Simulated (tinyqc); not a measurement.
# Inputs raised by 10 %, one at a time

Model: single-band model of a thermoelectric material. Computed by tinyqc, a small Python program. Command: `OMP_NUM_THREADS=1 python tinyqc.py 3019241 3019242 out.jsonl thermo sens`. One thread of a shared host (Intel(R) Xeon(R) Processor @ 2.30GHz), about 0.05 s of CPU time with the checks.

One spherical band, one scattering law, no minority carriers and no phonon drag. In a real material minority carriers limit |S| to about E_g/(2 e T), so larger values are formal. eta = E_F/(k_B T) is counted from the band edge; f = 1/(1 + exp(x - eta)).

Inputs (values chosen for the exercise, for a model material):
```
quantity                                value        unit
density-of-states mass m                 0.58         m_0
mobility parameter mu_300                 390  cm^2/(V s)
temperature exponent p                    1.5           -
lattice thermal conductivity kappa_L     0.62     W/(m K)
carrier density n                     4.4e+17      1/cm^3
temperature T                             330           K
```

Band: parabolic. Scattering: constant relaxation time, r = 0.

Constants: m_0 = 9.1093837015e-31 kg; k_B = 1.380649e-23 J/K; hbar = 1.054571817e-34 J s; k_B = 8.617333262e-05 eV/K; e = 1.602176634e-19 C.

Method:
- With x = E/(k_B T), a = alpha k_B T (0 for a parabolic band), G = x (1 + a x), D = 1 + 2 a x and <y> = int y f (1 - f) dx, f = 1/(1 + exp(x - eta)): tau = tau_0 G^r/D; transport function s = G^(3/2 + r)/D^2; n = N_0 <G^(3/2)> with N_0 = (2 m k_B T)^(3/2)/(3 pi^2 hbar^3).
- Integrals over x = E/(k_B T) use 160 Gauss-Legendre points in u = sqrt(x) from 0 to sqrt(max(eta, 0) + 32).
- Solve for eta.
- sigma = e mu_0 N_0 <s> with mu_0 = e tau_0/m = mu_300 (T/300 K)^(-p); |S| = (k_B/e)(<x s>/<s> - eta); Lorenz number L = (k_B/e)^2 (<x^2 s>/<s> - (<x s>/<s>)^2); kappa_e = L sigma T; zT = S^2 sigma T/(kappa_L + kappa_e).
- Hall factor r_H = <G^(3/2)> <G^(3/2 + 2r)/D^4>/<s>^2; drift mobility sigma/(n e) with n = N_0 <G^(3/2)>; power factor S^2 sigma.
- Quality factor B = (k_B/e)^2 e mu_0 N_0 T/kappa_L; zT and the power factor are maximised over eta between -8 and 30.

Runs:
```
input moved                                        from        to      zT  largest zT  density of the largest zT (1/cm^3)  Lorenz number L (1e-8 V^2/K^2)
base run                                              -         -  0.3173       1.092                           9.299e+18                           1.859
density-of-states mass m (m_0)                     0.58     0.638  0.3329       1.200                           9.905e+18                           1.859
mobility parameter mu_300 (cm^2/(V s))              390       429  0.3483       1.163                           8.819e+18                           1.859
lattice thermal conductivity kappa_L (W/(m K))     0.62     0.682  0.2891       1.025                           9.798e+18                           1.859
carrier density n (1/cm^3)                      4.4e+17  4.84e+17  0.3371       1.092                           9.299e+18                           1.860
temperature T (K)                                   330       363  0.3178       1.163                           1.017e+19                           1.859
temperature exponent p                              1.5      1.65  0.3129       1.082                           9.372e+18                           1.859
```

Exponents ln(y'/y) / ln(x'/x):
```
input                                     zT  largest zT  density of the largest zT  Lorenz number L
density-of-states mass m               0.503       0.981                      0.663           -0.002
mobility parameter mu_300              0.976       0.656                     -0.556            0.000
lattice thermal conductivity kappa_L  -0.978      -0.666                      0.549            0.000
carrier density n                      0.634       0.000                      0.000            0.002
temperature T                          0.015       0.656                      0.944           -0.002
temperature exponent p                -0.147      -0.099                      0.083            0.000
```

Which inputs matter most for each result?

Among the inputs moved here: zT answers most in size to lattice thermal conductivity kappa_L (exponent -0.978), and about equally to mobility parameter mu_300 (+0.976). Its exponent -0.978 in lattice thermal conductivity kappa_L: the lattice carries nearly all the heat. Largest zT answers most in size to density-of-states mass m (exponent +0.981), next to lattice thermal conductivity kappa_L (-0.666); its exponent is below 0.0005 for carrier density n. Density of the largest zT answers most in size to temperature T (exponent +0.944), next to density-of-states mass m (+0.663); its exponent is below 0.0005 for carrier density n. Lorenz number L hardly depends on these (all exponents below 0.005).

Caution (all rows): at so low a doping minority carriers, left out here, would cut S in a narrow-gap material.

Extremes, crossings and ranges named in words are read from the listed rows.
